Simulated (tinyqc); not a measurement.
# Gas flow in a process chamber: flow regimes, conductance, effective pumping speed, pump-down, outgassing and purge, step by step

A worked calculation. Computed by tinyqc, a small Python program that keeps every step. Command: `OMP_NUM_THREADS=1 python tinyqc.py 3120349 3120350 out.jsonl pump walk`. One thread of a shared host (Intel(R) Xeon(R) Processor @ 2.30GHz), about 0.08 s of CPU time with the checks. Intermediate numbers are printed to about 6 digits and carried at full precision; extremes and crossings named in words are read from the listed rows.

Ideal gas, isothermal flow, a pump of constant speed at the end of a round pipe; process gas, volume gas and outgassing are given the same properties. 1 sccm = 101325 Pa x 1e-6 m^3/60 s x T/273.15 K.

Inputs (values chosen for the exercise, modelled on nitrogen near room temperature): molar mass M = 28.01 g/mol; molecular diameter = 0.37 nm; viscosity eta = 17.8 micropascal s; temperature T = 293 K; chamber volume V = 210 L; wall area = 2.2 m^2; pipe diameter d = 25 cm; pipe length l = 310 cm; pump speed S = 600 L/s; process gas flow = 1600 sccm; outgassing rate after 1 h = 1.5e-05 Pa m^3/(s m^2); outgassing exponent n = 0.86; starting pressure p0 = 320 Pa; target base pressure = 4e-05 Pa.

Constants: k_B = 1.380649e-23 J/K; u = 1.6605390666e-27 kg.

## Molecular flow

Mean speed c = sqrt(8 k_B T/(pi m)); aperture conductance C_a = c pi d^2/16; molecular pipe C_m = C_a/(1 + 3 l/(4 d)) (Dushman form); viscous pipe C_v = pi d^4 p_mean/(128 eta l); Knudsen interpolation C = C_v + C_m (1 + x)/(1 + 1.24 x), x = d p_mean sqrt(m/(k_B T))/eta. Effective speed 1/S_eff = 1/S + 1/C_m; time constant V/S_eff; pressure at which the free path k_B T/(sqrt2 pi d_m^2 p) equals d.

mean speed c = 470.614 m/s

C_a = 5775.30 L/s

C_m = 560.708 L/s

S_eff in molecular flow = 289.845 L/s

time constant = 0.724526 s

pressure where the free path equals d = 0.0266037 Pa

The pipe passes on 48 % of the pump speed.

## Process pressure

Steady flow: the pump inlet is at p_2 = Q/S, and the chamber pressure p_1 solves Q = C((p_1 + p_2)/2) (p_1 - p_2). Residence time = p_1 V/Q. Knudsen number = free path at the mean pressure over d.

throughput Q = 2898.36 Pa L/s

p_2 = 4.83059 Pa

chamber pressure p_1 = 5.14834 Pa

conductance C = 9121.62 L/s

residence time = 0.373022 s

Knudsen number = 0.00533198

The flow in the pipe is viscous.

## Purging a well-mixed chamber

With steady flow a contaminant decays as exp(-t/residence time); gas used = flow x time.

time to dilute 1e3 times = 2.57675 s

time to dilute 1e6 times = 5.15349 s

gas used for 1e6 = 137.426 standard cm^3

## Pump-down curve

Pump-down: V dp/dt = -S_eff(p) p + q(t) A, with S_eff = S p_2/p, where p_2 solves C((p + p_2)/2) (p - p_2) = S p_2 at each moment, and q(t) = q_1 (1 h/(t + 10 s))^n; integrated adaptively. At long times p = q(t) A/S_eff. S_eff(p) is tabulated at 260 pressures and interpolated in ln p. Comparison columns: p0 exp(-t/time constant) with the molecular S_eff (0 below 1e-26 p0), and the outgassing limit.

Pressure against time:
```
t (s)        p (Pa)  S_eff (L/s)  volume gas only (Pa)  outgassing limit (Pa)
0.3     1.36003e+02      598.480           2.11507e+02            1.75279e-02
1       1.87080e+01      589.165           8.04880e+01            1.65642e-02
3       2.11347e-01      332.952           5.09207e+00            1.43475e-02
10      1.04639e-02      284.252           3.24313e-04            9.90565e-03
30      5.62199e-03      286.016           3.33113e-16            5.45754e-03
100     2.31480e-03      287.963                     0            2.28650e-03
300     9.42582e-04      289.018                     0            9.37989e-04
1000    3.40240e-04      289.535                     0            3.39666e-04
3600    1.13643e-04      289.740                     0            1.13583e-04
20000   2.60463e-05      289.821                     0            2.60433e-05
100000  6.52745e-06      289.839                     0            6.52727e-06
```

From t = 10 s on the pressure is within 20 % of the outgassing limit, which falls only as (t + 10 s)^-0.86: walls, not volume, set the time to base pressure. Early on viscous flow raises S_eff to 598 L/s, 2.1 times its molecular value.

## Time to base pressure

From the outgassing limit: t = 1 h x (q_1 A/(S_eff p_target))^(1/n) - 10 s; monolayer time at the target = 1e19 m^-2 x 4 k_B T/(p c) for unit sticking.

time to the target = 3.37198 h

monolayer time = 8.59580 s

Checks made by the program: throughput from C and the pressure drop (relative difference below 1e-10).
